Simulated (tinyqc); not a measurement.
Worked calculation: plane-wave Kohn-Sham cycle with exchange-only LDA in a layered model solid. One step of it, computed by the program tinyqc.

Problem. Iteration 2: Hamiltonian at one k. H(m,m') = (k + G_m)^2/2 delta + V(G_m - G_m'), with V(-G) = V(G).

A solid whose potential varies along x alone (atomic units):

| parameter | value |
|---|---|
| period a | 14.300000 |
| cross-section of the cell | 16.000000 |
| electrons per cell | 2 |
| grid points | 16 |
| plane waves -n..n, n | 2 |
| k points | 1 |
| V1 in V1 cos(2 pi x/a) | -0.490000 |

V(G_m), m = 0, 1, 2, ... (hartree): -0.136002  0.146904  0.047392  0.015344  -0.001184

k = 0.000000 2 pi / a

Give: H.

Solution.

H (hartree):
```
         -2       -1       +0       +1       +2
-2   0.2501   0.1469   0.0474   0.0153  -0.0012
-1   0.1469  -0.0395   0.1469   0.0474   0.0153
+0   0.0474   0.1469  -0.1360   0.1469   0.0474
+1   0.0153   0.0474   0.1469  -0.0395   0.1469
+2  -0.0012   0.0153   0.0474   0.1469   0.2501
```
